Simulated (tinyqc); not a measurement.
# Changing the hold time t

Model: thermal stress and diffusional relaxation in a metal film: Coble and Nabarro-Herring creep, cooling and holds. Computed by tinyqc, a small Python program. Command: `OMP_NUM_THREADS=1 python tinyqc.py 3006818 3006819 out.jsonl creep sweep`. One thread of a shared host (Intel(R) Xeon(R) Processor @ 2.30GHz), about 0.06 s of CPU time with the checks.

A thin film on a rigid substrate is stress-free at T0. Tension is positive and the film creeps linearly: d sigma/dt = -M (mismatch) dT/dt - sigma/tau.

Inputs (values chosen for the exercise, modelled on gold films on silicon):
```
quantity,value,unit
biaxial modulus M,129,GPa
expansion mismatch,11.3,1e-6/K
atomic volume Omega,17,angstrom^3
lattice prefactor D0,7.3e-06,m^2/s
lattice energy E,1.8,eV
boundary prefactor (delta D_b)0,3.4e-16,m^3/s
boundary energy E_b,0.904,eV
grain size d,0.28,um
stress-free temperature T0,400,C
hold temperature T,100,C
```

Constants: k_B = 1.380649e-23 J/K; k_B = 8.617333262e-05 eV/K.

Method:
- Thermoelastic slope = M x mismatch; sigma_0 = slope x (T0 - T).
- Creep rate per stress: Nabarro-Herring 14 D Omega/(k_B T d^2), Coble (14 pi) delta D_b Omega/(k_B T d^3), with D = D0 exp(-E/(k_B T)), delta D_b = (delta D_b)0 exp(-E_b/(k_B T)); 1/tau = M x (sum of both)/2 (biaxial strain rate is half the uniaxial one).
- Temperatures in kelvin are T(C) + 273.15.
- sigma(t) = sigma_0 exp(-t/tau), relaxed part sigma_0 - sigma(t); the grain size where both mechanisms are equal is pi delta D_b/D.

One run for each value:
```
hold time t (h),stress after the hold (MPa),stress relaxed during the hold (MPa)
0.045,4.3101e+02,6.30
0.1,4.2344e+02,13.87
0.24,4.0477e+02,32.54
0.55,3.6629e+02,71.02
1.3,2.8765e+02,149.66
2.9,1.7177e+02,265.54
6.8,4.8885e+01,388.43
16,2.5217e+00,434.79
36,4.0070e-03,437.31
```

Over the rows, stress after the hold (MPa) falls from 431 to 0.00401 (exponent d ln y / d ln x -0.022 between the first rows and -7.9 between the last); stress relaxed during the hold (MPa) rises from 6.30 to 437 (exponent d ln y / d ln x 0.99 between the first rows and 0.0071 between the last). At the low end the exponent of stress relaxed during the hold is 0.99, close to 1: the hold is short against tau.

Caution (all rows): bulk creep laws overstate relaxation in a bonded film, where the substrate constrains boundary diffusion, and dislocation glide is left out.
